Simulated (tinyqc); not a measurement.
# Field from the level spacing

Inverse problem. In a triangular well E_k = a_k (C F^2/mz1)^(1/3), a_1 = 2.338107, a_2 = 4.087949, C = hbar^2/(2 m0), F in eV/nm (1 MV/cm = 0.1 eV/nm). Find F, E_1, the mean distance 2 E_1/(3 F) of the lowest level and the sheet charge eps0 eps_r F/q behind such a field.

Inputs (values chosen for the exercise): relative permittivity eps_r = 11.9; mass along z of valley set A (2 valley(s)) mz1 = 0.931 m0.

Constants: q = 1.602176634e-19 C, hbar = 1.054571817e-34 J s, m0 = 9.1093837015e-31 kg, eps0 = 8.8541878128e-14 F/cm where lengths are in cm, hbar^2/(2 m0) = 0.0380998212 eV nm^2. Results are converted to the units shown.

spacing of the two lowest levels = 108.19296 meV

Answer. The spacing over a_2 - a_1 is the energy scale (C F^2/mz1)^(1/3), which gives F.

F = 0.760 MV/cm
E_1 = 145 meV
mean distance = 1.27 nm
sheet charge over q = 5.00e12 cm^-2

Program tinyqc, `OMP_NUM_THREADS=1 python tinyqc.py 2160146 2160147 out.jsonl`; Intel Xeon 2.30GHz, shared host, one thread, about 0.9 s.
